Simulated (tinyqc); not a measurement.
What the shift does to the intrinsic density: temperature and isotope dependence of a band gap in oscillator models.

E(T) = E0 - sum_i sl_i th_i n_i(T), n = 1/(exp(th/T) - 1). The same coupling lowers the gap at 0 K by the zero-point term ZP = sum_i sl_i th_i/2, so the gap of the static lattice is E0 + ZP. Thermal expansion is taken as part of the slopes.

Constants: kB = 8.617333262e-05 eV/K; hbar^2/2m0 = 3.80998211 eV angstrom^2.

Values chosen for the exercise (near those of AlN; not measured data):
- E0 = 6.133 eV (gap at 0 K)
- th = (342, 892) K (temperatures of two oscillators)
- sl = (0.367, 0.467) meV/K (their high-temperature slopes)
- mm = 1.05 m0 (geometric mean of the density-of-states masses)

ni = 2 (mm kT/(4 pi c))^(3/2) exp(-E/2kT), c = hbar^2/2m0, with E(T) and with E0; 1 angstrom^-3 = 1e24 cm^-3. Apparent gap from an Arrhenius plot of ni/T^(3/2): E(T) - T dE/dT, dE/dT = -sum sl_i (th_i/T)^2 n_i (1 + n_i).

Results:

| T (K) | E(T) (eV) | ni (cm^-3) | ni with E(T) / ni with E0 | apparent gap (eV) |
|---|---|---|---|---|
| 200 | 6.1004 | 2.02e-58 | 2.574 | 6.1803 |
| 250 | 6.0780 | 1.12e-42 | 3.581 | 6.2011 |
| 300 | 6.0515 | 3.99e-32 | 4.834 | 6.2208 |
| 400 | 5.9899 | 7.65e-19 | 7.967 | 6.2535 |
| 500 | 5.9211 | 8.38e-11 | 11.698 | 6.2779 |
| 700 | 5.7721 | 0.160 | 19.921 | 6.3100 |

Give the missing row, T (K) = 350.

Computed row:
```
T (K)  E(T) (eV)  ni (cm^-3)  ni with E(T) / ni with E0  apparent gap (eV)
350       6.0219    1.50e-24                      6.307             6.2383
```

Using E0 in place of E(T) understates ni by a factor that rises from 2.57 to 19.92, towards exp(sum sl/2kB) = 126.4. The slope of an Arrhenius plot returns neither E(T) nor E0 but the intercept of the tangent, 6.2208 eV at 300 K, which lies 88 meV above E0 and tends to the static gap 6.4040 eV.

Computed by tinyqc, a small Python program: `OMP_NUM_THREADS=1 python tinyqc.py 1880083 1880084 out.jsonl` (the numbers bound the seed that draws the inputs); one thread of a shared host (Intel(R) Xeon(R) Processor @ 2.30GHz), about 0.01 s for the whole set of steps.
